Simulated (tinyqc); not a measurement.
Adsorption as a lattice gas: isotherms with interactions, competition, desorption peaks and saturation dose: one step, computed by the program tinyqc.

One adsorbate per site; a molecule needs 2 empty sites. Gas and surface have the same temperature.

Task: Desorption peak without interaction. The peak obeys E/(k_B T_p^2) = (nu theta_0/beta) exp(-E/(k_B T_p)) if theta at the peak is theta_0/2. Redhead's shortcut, with the constant 3.46 (3.64 is also in use), reads E back as k_B T_p [ln(nu' T_p/beta) - 3.46], nu' = nu theta_0.

Inputs (values chosen for the exercise, for a model surface): desorption energy E = 2.37 eV; prefactor nu = 7.2e+14 1/s; heating rate beta = 0.71 K/s; initial coverage theta_0 = 0.94.

Adsorption: dissociative (second order).

Constants: k_B = 8.617333262e-05 eV/K.

Give: peak temperature T_p; E by Redhead's shortcut.

Result:

peak temperature T_p = 734.1 K

E by Redhead's shortcut = 2.380 eV

The shortcut misses by +0.44 %, since 3.46 stands for ln(E/(k_B T_p)) = 3.62. A prefactor wrong by a factor 100 would shift E by 0.291 eV.
